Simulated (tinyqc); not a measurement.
Two-step dopant diffusion (predeposition and drive-in) with a constant diffusivity: one step, computed by the program tinyqc.

Fick diffusion into a half space x > 0 whose background doping C_B is of the opposite type, so that a junction lies where C = C_B.

Task: Thermal budget with ramps. D = D0 exp(-E/(k_B T)). Temperatures in kelvin are T(C) + 273.15. One ramp between the stand-by temperature and T2 adds int D dT / rate (40-point Gauss-Legendre); the usual estimate counts it as an extra time k_B T2^2/(E rate) at T2. (Dt)2 = D2 t2 + two ramps, times in seconds.

Inputs (values chosen for the exercise, modelled on antimony in silicon): prefactor D0 = 3.79 cm^2/s; activation energy E = 3.91 eV; predeposition temperature T1 = 975 C; drive-in temperature T2 = 1150 C; drive-in time t2 = 30 min; ramp rate = 8 C/min; stand-by temperature = 800 C.

Furnace ramps of the drive-in: linear ramps.

D2 = 5.397829e-14 cm^2/s

Constants: k_B = 8.617333262e-05 eV/K.

Give: budget of one ramp; estimated extra time of one ramp; drive-in budget (Dt)2.

Result:

budget of one ramp = 1.703e-11 cm^2

estimated extra time of one ramp = 5.580 min

drive-in budget (Dt)2 = 1.312e-10 cm^2

The integral equals 5.26 min at T2, against the estimate 5.58 min; both ramps make 26 % of the budget.
